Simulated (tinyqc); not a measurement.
Longitudinal sound in a periodic multilayer: transfer matrices, stop bands and folded phonons: one step, computed by the program tinyqc. Command: `OMP_NUM_THREADS=1 python tinyqc.py 3021069 3021070 out.jsonl multilayer walk`. One thread of a shared host (Intel(R) Xeon(R) Processor @ 2.30GHz), about 0.01 s of CPU time with the checks.

Layers 1 and 2 repeat with period d = d_1 + d_2; waves travel normal to the layers, without loss. State vector (u, s): displacement u and stress divided by omega. Impedances Z = rho v are in 1e6 kg/(m^2 s).

Task: Impedances, mean velocity and Bragg frequency. Z = rho v; interface reflection r = (Z_2 - Z_1)/(Z_2 + Z_1) (stress amplitude, from 1 into 2); Bragg frequency f_B = 1/[2 (d_1/v_1 + d_2/v_2)]; long-wave velocity v_eff = d/sqrt[(d_1/v_1)^2 + (d_2/v_2)^2 + (Z_1/Z_2 + Z_2/Z_1)(d_1/v_1)(d_2/v_2)].

Inputs (values chosen for the exercise, modelled on copper (layer 1), tantalum (layer 2) and gallium arsenide (substrate)):
```
quantity            value    unit
density rho_1        9.11  g/cm^3
velocity v_1         4750     m/s
thickness d_1         188      nm
density rho_2        16.7  g/cm^3
velocity v_2         4100     m/s
thickness d_2         164      nm
substrate density     5.3  g/cm^3
substrate velocity   4800     m/s
```

Give: Z_1; Z_2; Z of the substrate; interface reflection r; Bragg frequency f_B; long-wave velocity v_eff.

Result:

Z_1 = 43.2725

Z_2 = 68.47

Z of the substrate = 25.44

interface reflection r = 0.2255

Bragg frequency f_B = 6.283 GHz

long-wave velocity v_eff = 4309 m/s
